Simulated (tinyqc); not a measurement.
Inside a calculation. Model: carrier lifetime of an n-type layer with SRH, radiative, Auger and surface recombination.

Computed by the program tinyqc: `OMP_NUM_THREADS=1 python tinyqc.py 2300051 2300052 out.jsonl`, one thread of a shared Intel Xeon 2.30GHz, about 0.01 s for the whole run. Printed values are rounded.

Uniform excess density dn = dp (no trapping), n = n0 + dn, p = p0 + dn, Boltzmann statistics, full ionisation. Surfaces enter as a rate 2 S dn/d, which holds while diffusion to them is fast.

Values chosen for this exercise; band and dielectric values close to those of silicon: temperature T = 300 K; band gap Eg = 1.11 eV; conduction-band density of states at T Nc = 2.75e19 cm^-3; valence-band density of states at T Nv = 2.69e19 cm^-3; radiative coefficient B = 4.66e-15 cm^3/s; donor density N = 7.2e17 cm^-3; Auger coefficient (two electrons) Cn = 3e-31 cm^6/s; Auger coefficient (two holes) Cp = 8.7e-32 cm^6/s; trap density Nt = 1.1e13 cm^-3; capture cross-section for electrons sn = 3e-17 cm^2; capture cross-section for holes sp = 6e-17 cm^2; thermal velocity (both carriers) vth = 1e7 cm/s; trap level below the conduction band Et = 0.79 eV; surface recombination velocity (both faces) S = 0 cm/s; sample thickness d = 2 um; generation rate G = 3.3e18 cm^-3 s^-1.

Constants: q = 1.602176634e-19 C, kB = 1.380649e-23 J/K, Vt = kB T/q. Results are converted to the units shown.

## Equilibrium densities and SRH constants

ni = sqrt(Nc Nv) exp(-Eg/(2 Vt)), Eg in volts; majority density N/2 + sqrt(N^2/4 + ni^2), n0 p0 = ni^2; n1 = Nc exp(-Et/Vt), p1 = Nv exp((Et - Eg)/Vt); tn0 = 1/(sn vth Nt), tp0 = 1/(sp vth Nt).

ni = 1.29108e10 cm^-3
n0 = 7.2e17 cm^-3
p0 = 231.512 cm^-3
n1 = 1.47203e6 cm^-3
p1 = 1.13237e14 cm^-3
tn0 = 3.03030e-4 s
tp0 = 1.51515e-4 s

## Starting value

dn = 4e14 cm^-3.

dn at the start = 4e14 cm^-3

## Iteration 1: new dn

With e = n p - ni^2 = dn (n0 + p0 + dn): U_SRH = e/(tp0 (n + n1) + tn0 (p + p1)), U_rad = B e, U_Aug = (Cn n + Cp p) e, U_s = 2 S dn/d. Newton step on ln U(ln dn) = ln G, U the sum: k = d ln U/d ln dn (central difference over factors 1.0001), dn(new) = dn (G/U)^(1/k).

U_SRH = 2.63624e18 cm^-3 s^-1
U_rad = 1.34283e18 cm^-3 s^-1
U_Aug = 6.22872e19 cm^-3 s^-1
U_s = 0 cm^-3 s^-1
k = 1.00116
dn after iteration 1 = 1.99891e13 cm^-3

## Iteration 2: new dn

As before.

U_SRH = 1.31879e17 cm^-3 s^-1
U_rad = 6.70694e16 cm^-3 s^-1
U_Aug = 3.10891e18 cm^-3 s^-1
U_s = 0 cm^-3 s^-1
k = 1.00006
dn after iteration 2 = 1.99417e13 cm^-3

## Iteration 3: new dn

As before.

U_SRH = 1.31566e17 cm^-3 s^-1
U_rad = 6.69101e16 cm^-3 s^-1
U_Aug = 3.10152e18 cm^-3 s^-1
U_s = 0 cm^-3 s^-1
k = 1.00006
dn after iteration 3 = 1.99417e13 cm^-3

## Course of the iteration

Stop when the step is below 1e-10 of the value, or after 40 iterations.

Course of the iteration:

| iteration | dn before the step (cm^-3) | step (cm^-3) |
|---|---|---|
| 1 | 4e14 | -3.80e14 |
| 2 | 1.99891e13 | -4.75e10 |
| 3 | 1.99417e13 | -3270 |
| 4 | 1.99417e13 | 0 |

Converged in 4 iterations.

## Lifetime, shares and quasi-Fermi splitting

converged dn = 1.99417e13 cm^-3

With e = n p - ni^2 = dn (n0 + p0 + dn): U_SRH = e/(tp0 (n + n1) + tn0 (p + p1)), U_rad = B e, U_Aug = (Cn n + Cp p) e, U_s = 2 S dn/d. tau = dn/U, shares of U, splitting Vt ln(n p/ni^2), radiative efficiency U_rad/U.

tau = 6.04293e-6 s
shares (%): SRH 3.9869, radiative 2.0276, Auger 93.9856, surface 0.0000
quasi-Fermi splitting = 0.650933 V

Auger recombination takes the largest share. dn is 2.8e-5 times the doping: low injection.
